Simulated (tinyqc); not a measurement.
# Changing the dose Q

Model: implant damage, amorphisation by cascade overlap, and solid-phase epitaxial regrowth. Computed by tinyqc, a small Python program. Command: `OMP_NUM_THREADS=1 python tinyqc.py 3112614 3112615 out.jsonl sper sweep`. One thread of a shared host (Intel(R) Xeon(R) Processor @ 2.30GHz), about 0.01 s of CPU time with the checks.

Range and width of the damage are inputs. Dynamic annealing enters only through the surviving share f.

Inputs (values chosen for the exercise, modelled on germanium ions in germanium):
```
quantity,value,unit
atomic density N,44.2,1/nm^3
ion Z1,32,-
ion mass M1,72.6,u
target Z2,32,-
target mass M2,72.63,u
ion energy E,81,keV
displacement energy E_d,17,eV
depth of the damage peak R_d,40,nm
width of the damage profile s_d,19,nm
share of defects that survive f,0.81,-
critical displaced share x_c,0.14,-
regrowth prefactor v0,2.3e+16,nm/s
regrowth energy E_a,2.16,eV
anneal temperature,486,C
rate relative to (100),0.33,-
peak enhancement by the dopant,11,-
```

Constants: a_0 = 0.529177210903 angstrom; e^2/(4 pi eps_0) = 14.39964548 eV angstrom; k_B = 8.617333262e-05 eV/K.

Method:
- Robinson partition: eps = E a M2/(Z1 Z2 (e^2/(4 pi eps_0)) (M1 + M2)), a = 0.8853 a_0/sqrt(Z1^(2/3) + Z2^(2/3)); k = 0.0793 Z1^(2/3) Z2^(1/2) (M1 + M2)^(3/2)/((Z1^(2/3) + Z2^(2/3))^(3/4) M1^(3/2) M2^(1/2)); damage energy T_d = E/(1 + k (eps + 0.40244 eps^(3/4) + 3.4008 eps^(1/6))); displacements nu = 0.8 T_d/(2 E_d).
- Displaced share x(z) = f nu Q exp(-(z - R_d)^2/(2 s_d^2))/(sqrt(2 pi) s_d N); the layer is amorphous where x > x_c, between R_d -/+ s_d sqrt(2 ln(x_max/x_c)), the upper edge being cut at the surface. Threshold dose Q_c = Q x_c/x_max.
- Displaced atoms per area beyond the lower edge z2: f nu Q (1/2) erfc((z2 - R_d)/(sqrt2 s_d)); they are not removed by regrowth.
- v = v0 x orientation factor x exp(-E_a/(k_B T)) x [1 + (enhancement - 1) exp(-(z - R_d)^2/(2 s_d^2))], T = anneal temperature + 273.15 K; the dopant is taken to follow the damage profile; the lower front moves from the lower edge z2 to the surface, or to the middle (z1 + z2)/2 of a buried layer with upper edge z1; time = int dz/v; the equivalent undoped distance is that time times the undoped velocity.

One run for each value:
```
dose Q (1/cm^2),lower edge (nm),upper edge (nm),displaced atoms beyond z2 (1/cm^2),time with enhancement (s)
6.20e+13,63.56,16.443,6.8339e+15,0.0790
1.30e+14,73.01,6.992,5.4872e+15,0.1434
2.60e+14,79.87,0.126,4.7776e+15,0.2202
5.40e+14,86.02,0.000,4.2725e+15,0.5418
1.10e+15,91.30,0.000,3.9117e+15,0.6520
2.30e+15,96.25,0.000,3.6216e+15,0.7724
4.70e+15,100.66,0.000,3.3953e+15,0.8891
2.00e+16,108.74,0.000,3.0437e+15,1.1144
```

Give the missing row, dose Q (1/cm^2) = 9.70e+15.

Computed row:
```
dose Q (1/cm^2)  lower edge (nm)  upper edge (nm)  displaced atoms beyond z2 (1/cm^2)  time with enhancement (s)
9.70e+15                  104.83            0.000                          3.2048e+15                     1.0041
```

Interpolating between the two neighbouring rows (the first column on a logarithmic scale, the others too where they are positive) misses most in time with enhancement (s), by 0.86 %. Over the rows, lower edge (nm) rises from 63.6 to 109 (exponent d ln y / d ln x 0.19 between the first rows and 0.051 between the last); upper edge (nm) falls from 16.4 to 0, flat over part of the range; displaced atoms beyond z2 (1/cm^2) falls from 6.83e15 to 3.04e15 (exponent d ln y / d ln x -0.30 between the first rows and -0.071 between the last).  Left out: 3.00e13 (the dose does not amorphise).
